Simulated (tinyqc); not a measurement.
What moves the efficiency: defect, radiative and Auger recombination at equal electron and hole densities (ABC model).

J/(e d) = Ae n + B n^2 + C n^3 with Ae = A + 4 S/w (four side walls, carriers spread evenly), e = 1.602176634e-19 C, lengths in cm; internal efficiency IQE = B n^2/(Ae n + B n^2 + C n^3); all injected carriers recombine in the layer.

Inputs chosen for the exercise (orders of magnitude like those quoted for Si; the results hold for these values, not for the real material):
```
symbol  value    unit        meaning
A       2700     1/s         defect rate
B       3.5e-15  cm^3/s      radiative coefficient
C       1.4e-30  cm^6/s      Auger coefficient
S       0        cm/s        recombination velocity of the side walls
w       2300     micrometre  side of the square mesa
d       270000   nm          active thickness
J       13       A/cm^2      current density
```

IQE_max = Q/(Q + 2) with Q = B/sqrt(Ae C), reached at n = sqrt(Ae/C).

One parameter was then changed.

Results before and after:
```
case     n (1/cm^3)      IQE  IQE_max  J at the peak (A/cm^2)
base      1.232e+17  0.01768  0.02768                    1.06
changed   9.534e+16  0.02117  0.02768                    2.11
```

Which of these changes was made? (a) C = 2.8e-30 cm^6/s; (b) d = 540000 nm; (c) J = 39 A/cm^2; (d) A = 5400 1/s; (e) B = 5.25e-15 cm^3/s.

Answer: (b) d = 540000 nm. Of the candidates, run in turn, only this one gives the changed row.

All candidates:
```
case                 n (1/cm^3)      IQE  IQE_max  J at the peak (A/cm^2)
base                  1.232e+17  0.01768  0.02768                    1.06
A = 5400 1/s          1.183e+17  0.01630  0.01973                    2.96
B = 5.25e-15 cm^3/s   1.228e+17  0.02636  0.04095                    1.07
C = 2.8e-30 cm^6/s    9.884e+16  0.01138  0.01973                   0.740
d = 540000 nm         9.534e+16  0.02117  0.02768                    2.11
J = 39 A/cm^2         1.818e+17  0.01283  0.02768                    1.06
```

(tinyqc, `OMP_NUM_THREADS=1 python tinyqc.py 1651418 1651419 out.jsonl`, Intel(R) Xeon(R) Processor @ 2.30GHz, 1 thread, shared host, about 0.01 s.)
